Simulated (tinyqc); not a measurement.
Diamond against structures with more neighbours: Stillinger-Weber potential for a tetrahedral semiconductor. Computed by tinyqc, a small Python program. Command: `OMP_NUM_THREADS=1 python tinyqc.py 3019859 3019860 out.jsonl swsi walk`. One thread of a shared host (Intel(R) Xeon(R) Processor @ 2.30GHz), about 0.04 s of CPU time with the checks.

With x = r/sigma: pair term eps A (B x^-4 - 1) exp(1/(x - a)); for each pair of neighbours j, k of atom i, three-body term eps lambda exp(gamma/(x_ij - a) + gamma/(x_ik - a)) (cos theta_jik + 1/3)^2; both vanish beyond x = a. A = 7.049556277, B = 0.6022245584, a = 1.8.

Inputs (values chosen for the exercise, modelled on silicon):
```
quantity                    value      unit
energy scale eps            2.087        eV
length scale sigma          2.095  angstrom
three-body strength lambda   19.2         -
gamma                         1.3         -
```

Method. Each structure is relaxed in its neighbour distance d (lowest minimum for d between sigma and 1.7 sigma), with all neighbours inside the cut-off, second shells too where they fall inside.

Energies per atom (eV):
```
structure     first neighbours  d (angstrom)     pair  three-body    total  volume (angstrom^3)
diamond                      4        2.3516  -4.1740      0.0000  -4.1740               20.021
simple cubic                 6        2.5421  -5.7962      1.2702  -4.5260               16.427
bcc                          8        2.7120  -7.8592      2.6072  -5.2520               15.355
fcc                         12        2.8310  -7.7876      2.6018  -5.1858               16.044
```

What does the comparison show, and why?

The order is bcc < fcc < simple cubic < diamond, the lowest two 0.066 eV apart. Against diamond the pair energy changes by -1.62 (simple cubic), -3.69 (bcc), -3.61 (fcc) eV, while angles away from 109.47 degrees cost 1.27, 2.61, 2.60 eV; the bonds stretch to 2.83 angstrom in fcc to weaken that penalty. With lambda = 19.2 and gamma = 1.3 (21 and 1.2 in the original fit to silicon) the three-body term, which a larger gamma damps, does not keep diamond lowest, unlike the element itself.

Extremes, crossings and ranges named in words are read from the listed rows.
